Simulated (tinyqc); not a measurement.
Inside a calculation. Method: CCD on RHF in the 6-31g basis, for H2, spin multiplicity 1. Computed by tinyqc, a small Python program that keeps every step (integrals from PySCF). Settings: charge = 0, multiplicity = 1, basis = 6-31g, method = RHF, energy threshold = 1e-10, iteration cap = 72, orthogonalisation = canonical, start = atomic densities, DIIS depth = 6, amplitude equations = CCD, DIIS depth for amplitudes = 6, cap on updates = 57. Command: `OMP_NUM_THREADS=1 python tinyqc.py 22296 22297 out.jsonl` (the two numbers bound the seeds that draw the settings). One thread of a shared host (Intel(R) Xeon(R) Processor @ 2.60GHz), about 0.06 s of CPU time with the checks. The early iterations of the SCF are left out here.

## One-electron integrals

Geometry (angstrom):
```
atom,x,y,z
H,0.00000,0.00000,0.00000
H,0.00000,0.00000,0.70800
```

Basis 6-31g: exponents (1/bohr^2) and contraction coefficients of normalised primitives:
```
element,l (shell),exponent,coefficient
H,s (1),18.73114,0.03349
H,s (1),2.82539,0.23473
H,s (1),0.64012,0.81376
H,s (2),0.16128,1.00000
```

Overlap, kinetic and nuclear-attraction integrals over the contracted functions; the nuclear repulsion is the sum of Za Zb / Rab.

nuclear repulsion = 0.7474254 hartree

overlap S, lower triangle:
```
,1H 1s,1H 2s,2H 1s,2H 2s
1H 1s,1.00000
1H 2s,0.65829,1.00000
2H 1s,0.48438,0.52025,1.00000
2H 2s,0.52025,0.86559,0.65829,1.00000
```

kinetic energy T (hartree), lower triangle:
```
,1H 1s,1H 2s,2H 1s,2H 2s
1H 1s,1.39568
1H 2s,0.25974,0.24192
2H 1s,0.26976,0.17284,1.39568
2H 2s,0.17284,0.18925,0.25974,0.24192
```

nuclear attraction V (hartree), lower triangle:
```
,1H 1s,1H 2s,2H 1s,2H 2s
1H 1s,-2.38459
1H 2s,-1.19484,-1.17709
2H 1s,-1.12904,-0.97683,-2.38459
2H 2s,-0.97683,-1.05828,-1.19484,-1.17709
```

core Hamiltonian H = T + V (hartree), lower triangle:
```
,1H 1s,1H 2s,2H 1s,2H 2s
1H 1s,-0.98892
1H 2s,-0.93511,-0.93517
2H 1s,-0.85928,-0.80399,-0.98892
2H 2s,-0.80399,-0.86903,-0.93511,-0.93517
```

## Two-electron integrals

Functions are numbered as in S; the eight-fold symmetry (ij|kl) = (ji|kl) = (kl|ij) leaves the list below.

Two-electron integrals (ij|kl) in chemists' order, unique and non-zero (hartree):
```
i,j,k,l,(ij|kl)
1,1,1,1,1.07657
2,1,1,1,0.57847
2,1,2,1,0.32942
2,2,1,1,0.58740
2,2,2,1,0.36130
2,2,2,2,0.45315
3,1,1,1,0.43942
3,1,2,1,0.24913
3,1,2,2,0.27026
3,1,3,1,0.22794
3,2,1,1,0.36077
3,2,2,1,0.21772
3,2,2,2,0.26034
3,2,3,1,0.20544
3,2,3,2,0.20484
3,3,1,1,0.68290
3,3,2,1,0.41780
3,3,2,2,0.50456
3,3,3,1,0.43942
3,3,3,2,0.45102
3,3,3,3,1.07657
4,1,1,1,0.45102
4,1,2,1,0.25765
4,1,2,2,0.28398
4,1,3,1,0.20544
4,1,3,2,0.18283
4,1,3,3,0.36077
4,1,4,1,0.20484
4,2,1,1,0.48855
4,2,2,1,0.30200
4,2,2,2,0.38301
4,2,3,1,0.24309
4,2,3,2,0.24339
4,2,3,3,0.48855
4,2,4,1,0.24339
4,2,4,2,0.33952
4,3,1,1,0.41780
4,3,2,1,0.25638
4,3,2,2,0.31602
4,3,3,1,0.24913
4,3,3,2,0.25765
4,3,3,3,0.57847
4,3,4,1,0.21772
4,3,4,2,0.30200
4,3,4,3,0.32942
4,4,1,1,0.50456
4,4,2,1,0.31602
4,4,2,2,0.41307
4,4,3,1,0.27026
4,4,3,2,0.28398
4,4,3,3,0.58740
4,4,4,1,0.26034
4,4,4,2,0.38301
4,4,4,3,0.36130
4,4,4,4,0.45315
```

## Orthogonalisation

S = U s U^T; canonical form X = U s^(-1/2), so that X^T S X = 1. Each column of U has its largest component positive (the first on a tie).

eigenvalues of S: 0.08968  0.48112  0.56036  2.86884

X:
```
,1,2,3,4
1H 1s,-0.72796,0.77626,0.89860,0.27061
1H 2s,2.24625,-0.66080,0.29122,0.31789
2H 1s,0.72796,0.77626,-0.89860,0.27061
2H 2s,-2.24625,-0.66080,-0.29122,0.31789
```

## Iteration 5 (converged): orbitals

converged F (hartree), lower triangle:
```
,1H 1s,1H 2s,2H 1s,2H 2s
1H 1s,-0.05930
1H 2s,-0.51759,-0.33970
2H 1s,-0.57772,-0.52641,-0.05930
2H 2s,-0.52641,-0.37453,-0.51759,-0.33970
```

Diagonalise F' = X^T F X, C = X C', fill 1 alpha and 1 beta electrons from the bottom; D = 2 C_occ C_occ^T. Each column has its largest component positive (the first on a tie).

F' = X^T F X (hartree), lower triangle:
```
,1,2,3,4
1,0.84326
2,0.00000,0.75062
3,-0.60082,0.00000,0.85235
4,0.00000,-0.10943,0.00000,-0.59689
```

orbital energies (hartree): MO1 -0.60572, MO2 0.24697, MO3 0.75945, MO4 1.44864

coefficients C:
```
,MO1,MO2,MO3,MO4
1H 1s,0.33216,0.11631,0.75198,-1.15060
1H 2s,0.26372,1.79947,-0.68422,1.37562
2H 1s,0.33216,-0.11631,0.75198,1.15060
2H 2s,0.26372,-1.79947,-0.68422,-1.37562
```

D after iteration 5, lower triangle:
```
,1H 1s,1H 2s,2H 1s,2H 2s
1H 1s,0.22066
1H 2s,0.17520,0.13910
2H 1s,0.22066,0.17520,0.22066
2H 2s,0.17520,0.13910,0.17520,0.13910
```

## Convergence

Stop when the energy changes by less than 1e-10 hartree and every element of the error matrix X^T (F D S - S D F) X is below 3e-06.

Course of the cycle:
```
iteration,E (hartree),change,largest element of the error matrix
1,-0.8133032,-,1.38e-01
2,-1.1257071,-3.12e-01,4.18e-02
3,-1.1264548,-7.48e-04,1.62e-03
4,-1.1264559,-1.13e-06,1.65e-06
5,-1.1264559,-8.99e-13,7.92e-07
```

PySCF RHF in the same basis = -1.1264559 hartree

Converged in 5 iterations.

## Integrals over molecular orbitals

(pq|rs) = sum C_ip C_jq C_kr C_ls (ij|kl), one index at a time.

one-electron integrals over orbitals h = C^T H C (hartree), lower triangle:
```
,1,2,3,4
1,-1.26816
2,0.00000,-0.54164
3,-0.17144,0.00000,-0.20031
4,0.00000,0.20821,0.00000,0.23653
```

Two-electron integrals over orbitals (pq|rs), unique and non-zero (hartree):
```
p,q,r,s,(pq|rs)
1,1,1,1,0.66243
2,1,2,1,0.07650
2,2,1,1,0.43256
2,2,2,2,0.38416
3,1,1,1,0.17144
3,1,2,2,0.04767
3,1,3,1,0.11097
3,2,2,1,-0.02200
3,2,3,2,0.03688
3,3,1,1,0.53536
3,3,2,2,0.37916
3,3,3,1,0.11959
3,3,3,3,0.46249
4,1,2,1,-0.07858
4,1,3,2,-0.01812
4,1,4,1,0.14108
4,2,1,1,-0.14339
4,2,2,2,-0.05263
4,2,3,1,-0.07164
4,2,3,3,-0.09553
4,2,4,2,0.06524
4,3,2,1,-0.07850
4,3,3,2,0.00051
4,3,4,1,0.12182
4,3,4,3,0.12148
4,4,1,1,0.67660
4,4,2,2,0.44123
4,4,3,1,0.20519
4,4,3,3,0.55455
4,4,4,2,-0.16733
4,4,4,4,0.75559
```

## CCD: starting amplitudes

t_ij^ab = <ij||ab> / (e_i + e_j - e_a - e_b), whose energy is MP2.

Starting amplitudes (spin orbitals 1a, 1b, ...; amplitudes related by a flip of all spins are not repeated):
```
from,to,t
1a 1b,2a 2b,-0.04486
1a 1b,3a 3b,-0.04064
1a 1b,4a 4b,-0.03434
1a 1b,2a 4b,0.02703
```

correlation energy = -0.0170338 hartree

## CCD: amplitude update 1

t_ij^ab D_ij^ab are set to the remaining terms of the spin-orbital equations, evaluated with the old amplitudes; for the doubles these are <ij||ab> + 1/2 <ab||ef> t_ij^ef + 1/2 <mn||ij> t_mn^ab + P(ij)P(ab) <mb||ej> t_im^ae + terms in t^2, D the orbital-energy denominators.

Amplitudes after update 1 (spin orbitals 1a, 1b, ...; amplitudes related by a flip of all spins are not repeated):
```
from,to,t
1a 1b,2a 2b,-0.06111
1a 1b,3a 3b,-0.05009
1a 1b,4a 4b,-0.04123
1a 1b,2a 4b,0.03750
```

correlation energy = -0.0219426 hartree

## CCD: amplitude update 2

As before.

Amplitudes after update 2 (spin orbitals 1a, 1b, ...; amplitudes related by a flip of all spins are not repeated):
```
from,to,t
1a 1b,2a 2b,-0.06727
1a 1b,3a 3b,-0.05217
1a 1b,4a 4b,-0.04251
1a 1b,2a 4b,0.04134
```

correlation energy = -0.0234284 hartree

## CCD: convergence

E_corr = 1/4 sum <ij||ab> t_ij^ab; stop when the norm of the change is below 1e-8.

Course of the amplitude iterations:
```
update,correlation energy (hartree),norm of the change
0,-0.0170338,-
1,-0.0219426,4.98e-02
2,-0.0234284,1.71e-02
3,-0.0241726,6.26e-03
4,-0.0241589,3.84e-04
5,-0.0241591,1.38e-05
6,-0.0241590,1.48e-06
7,-0.0241590,4.15e-07
8,-0.0241590,1.06e-07
9,-0.0241590,1.25e-10
```

Converged amplitudes (spin orbitals 1a, 1b, ...; amplitudes related by a flip of all spins are not repeated):
```
from,to,t
1a 1b,2a 2b,-0.07117
1a 1b,3a 3b,-0.05265
1a 1b,2a 4b,0.04355
1a 1b,4a 4b,-0.04273
```

CCD total energy = -1.1506150 hartree

Converged in 9 updates, with DIIS from the third.
